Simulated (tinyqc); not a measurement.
# Worked calculation: interface traps from C-V curves, high-low and Terman methods

Numbers from tinyqc (`OMP_NUM_THREADS=1 python tinyqc.py 2030080 2030081 out.jsonl`; about 0.01 s on one thread of a shared Intel Xeon 2.30GHz). Printed values are rounded.

MOS capacitor on an n-type substrate; psi is the band bending, negative in depletion; only majority carriers are counted. At the bending psi the Fermi level lies y = xi - psi below the conduction edge at the surface, xi = Vt ln(Nc/Nd). Dit(y) = D0 + D1 exp(-y/E1); traps fill up to the Fermi level, follow the bias and a slow signal, and do not follow a fast one. V is the gate voltage from flat band.

Inputs (values chosen for the exercise); band and dielectric values those of a made-up semiconductor:

| symbol | value | unit | meaning |
|---|---|---|---|
| T | 200 | K | temperature |
| eps_r | 13 |  | relative permittivity |
| Nc | 1.44e17 | cm^-3 | conduction-band density of states at T |
| Nd | 1.4e16 | cm^-3 | donor density |
| EOT | 2 | nm | equivalent oxide thickness |
| D0 | 2.7e11 | cm^-2 eV^-1 | trap density far from the band edge |
| D1 | 7.6e12 | cm^-2 eV^-1 | band-tail density at the conduction edge |
| E1 | 0.18 | eV | decay energy of the tail |
| n | 8 |  | points |
| pa | -0.34 | V | deepest band bending |
| pb | -0.026 | V | shallowest band bending |

Constants: q = 1.602176634e-19 C, kB = 1.380649e-23 J/K, Vt = kB T/q, eps0 = 8.8541878128e-14 F/cm where lengths are in cm. Results are converted to the units shown.

Range of the model: In a narrow-gap semiconductor minority carriers respond as well once the bending nears the inversion point; they are left out.

## The curves

Cox = 3.9 eps0/EOT, LD = sqrt(eps0 eps_r Vt/(q Nd)), u = psi/Vt, Cd = (eps0 eps_r/(sqrt(2) LD)) |exp(u) - 1|/sqrt(exp(u) - u - 1). Ideal V0 = psi - sqrt(2) (eps0 eps_r Vt/LD) sqrt(exp(u) - u - 1)/Cox for psi < 0; the traps add dV = (q/Cox) times the integral of Dit from 0 to psi = (q/Cox) [D0 psi + D1 E1 exp(-xi/E1) (exp(psi/E1) - 1)]. 1/C_HF = 1/Cox + 1/Cd, 1/C_LF = 1/Cox + 1/(Cd + q Dit). Take n equally spaced psi from pa to pb.

psi, point 0 to 7 (V): [-0.340000, -0.295143, -0.250286, -0.205429, -0.160571, -0.115714, -0.070857, -0.026000]
y, point 0 to 7 (eV): [0.380170, 0.335313, 0.290456, 0.245598, 0.200741, 0.155884, 0.111027, 0.066170]
Dit, point 0 to 7 (cm^-2 eV^-1): [1.18952e12, 1.44975e12, 1.78362e12, 2.21199e12, 2.76159e12, 3.46672e12, 4.37141e12, 5.53214e12]
V0, point 0 to 7 (V): [-0.363645, -0.317083, -0.270378, -0.223484, -0.176329, -0.128776, -0.080520, -0.030668]
V, point 0 to 7 (V): [-0.458358, -0.406326, -0.352919, -0.297746, -0.240287, -0.179833, -0.115342, -0.044978]
C_HF, point 0 to 7 (nF/cm^2): [61.0075, 65.5671, 71.3503, 79.0307, 89.9485, 107.239, 139.884, 217.992]
C_LF, point 0 to 7 (nF/cm^2): [221.292, 255.902, 298.021, 348.875, 409.806, 482.572, 570.752, 685.124]
Cox = 1726.57 nF/cm^2

At the deepest bending the traps stretch the gate voltage from -0.364 to -0.458 V.

## High-low extraction

q Dit = (1/C_LF - 1/Cox)^(-1) - (1/C_HF - 1/Cox)^(-1) at each point.

Dit by high-low, point 0 to 7 (cm^-2 eV^-1): [1.18952e12, 1.44975e12, 1.78362e12, 2.21199e12, 2.76159e12, 3.46672e12, 4.37141e12, 5.53214e12]

With a true high-frequency curve this returns Dit exactly.

## Terman extraction

psi at each point follows from C_HF and the ideal curve. Dit = (Cox/q) d(V - V0)/dpsi by central differences over the two neighbours.

Dit by Terman, point 1 to 6 (cm^-2 eV^-1): [1.46200e12, 1.79934e12, 2.23215e12, 2.78746e12, 3.49991e12, 4.41400e12]

The differences overstate the curved tail; the largest error is 0.97 %, at point 6.
